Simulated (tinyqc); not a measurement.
Moment against band filling: Stoner model of a band ferromagnet.

Density of states per atom and spin: flat with a rise to the top, D(e) = (M/W) [1 - sp + 4 sp (e/W + 1/2)^3]. Levels e -/+ I m/2 for up and down spin, m = n_up - n_down, n_up + n_down = nd. At zero temperature e(N) is the energy below which N states lie, and E(m) = sum over spins of integral e D de - I m^2/4.

Inputs chosen for the exercise: W = 5.9 eV (band width, e from -W/2 to W/2); M = 5 (states per atom and spin); sp = 0.23 (shape parameter); I = 1.3 eV (Stoner parameter).

Rigid band, I fixed: a Slater-Pauling curve.

Results:
```
nd   I D(EF)  m (muB)  m_max
3.0    0.905    0.000    3.0
4.0    0.976    0.000    4.0
5.0    1.077    5.000    5.0
6.0    1.204    4.000    4.0
6.5    1.275    3.500    3.5
7.0    1.351    3.000    3.0
7.5    1.431    2.500    2.5
8.0    1.513    2.000    2.0
8.5    1.598    1.500    1.5
9.0    1.684    1.000    1.0
9.5    1.772    0.500    0.5
```

What does the comparison show?

Magnetic fillings among those listed: 5.0, 6.0, 6.5, 7.0, 7.5, 8.0, 8.5, 9.0 and 9.5; the largest moment is 5.00 at nd = 5. At 5.0, 6.0, 6.5, 7.0, 7.5, 8.0, 8.5, 9.0 and 9.5 the moment is saturated and follows m_max, changing by one per electron.

Program tinyqc; command `OMP_NUM_THREADS=1 python tinyqc.py 1680022 1680023 out.jsonl`; about 0.3 s on one thread of a shared Intel(R) Xeon(R) Processor @ 2.30GHz.
